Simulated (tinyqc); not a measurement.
Inside a calculation. Method: Luttinger-Kohn k.p, four valence bands. Computed by tinyqc, a small Python program that keeps every step. Settings: g1 = 12.72, g2 = 1.69, g3 = 3.62. Command: `OMP_NUM_THREADS=1 python tinyqc.py 31028 31029 out.jsonl` (the two numbers bound the seeds that draw the settings). One thread of a shared host (Intel(R) Xeon(R) Processor @ 2.60GHz), about 0.01 s of CPU time with the checks.

## Bloch Hamiltonian at k

Luttinger parameters chosen for this model; energies are counted downward from the top of the valence band:
```
parameter      value  unit
g1         12.720000
g2          1.690000
g3          3.620000
```

k point k (1/angstrom): -0.049000  0.007000  0.035000

P = c g1 k^2, Q = c g2 (kx^2 + ky^2 - 2 kz^2), R = c sqrt3 [-g2 (kx^2 - ky^2) + 2i g3 kx ky], S = 2 c sqrt3 g3 (kx - i ky) kz, c = hbar^2/2m = 3.809982 eV angstrom^2; rows [P+Q, -S, R, 0], [-S*, P-Q, 0, R], [R*, 0, P-Q, S], [0, R*, S*, P+Q]. The path ends lie at |k| = 0.04 1/angstrom.

H(k) at k (eV), lower triangle (Hermitian):
```
                      3/2                  1/2                 -1/2      -3/2
3/2              0.178101
1/2    0.081938-0.011705i             0.178101
-1/2  -0.026231+0.016388i             0.000000             0.178101
-3/2             0.000000  -0.026231+0.016388i  -0.081938+0.011705i  0.178101
```

## Levels at k

Diagonalise the Hermitian matrix.

eigenvalues (eV): 0.089741  0.089741  0.266461  0.266461

## Bands along a path

The same steps at evenly spaced points between the labelled ones.

Bands along the path (eV):
```
k               band 1    band 2    band 3    band 4
[111]         0.033406  0.033406  0.121676  0.121676
[111]-G 0.20  0.021380  0.021380  0.077872  0.077872
[111]-G 0.40  0.012026  0.012026  0.043803  0.043803
[111]-G 0.60  0.005345  0.005345  0.019468  0.019468
[111]-G 0.80  0.001336  0.001336  0.004867  0.004867
G             0.000000  0.000000  0.000000  0.000000
G-[100] 0.20  0.002277  0.002277  0.003926  0.003926
G-[100] 0.40  0.009110  0.009110  0.015703  0.015703
G-[100] 0.60  0.020497  0.020497  0.035332  0.035332
G-[100] 0.80  0.036439  0.036439  0.062813  0.062813
[100]         0.056936  0.056936  0.098145  0.098145
```

## Hole masses

E = c [g1 k^2 -/+ 2 sqrt(g2^2 k^4 + 3 (g3^2 - g2^2)(kx^2 ky^2 + ky^2 kz^2 + kz^2 kx^2))] with c = hbar^2/2m, and m* = hbar^2 k^2 / (2 E).

Masses (electron masses):
```
direction     heavy     light
[100]      0.107066  0.062112
[110]      0.160611  0.052046
[111]      0.182482  0.050100
```
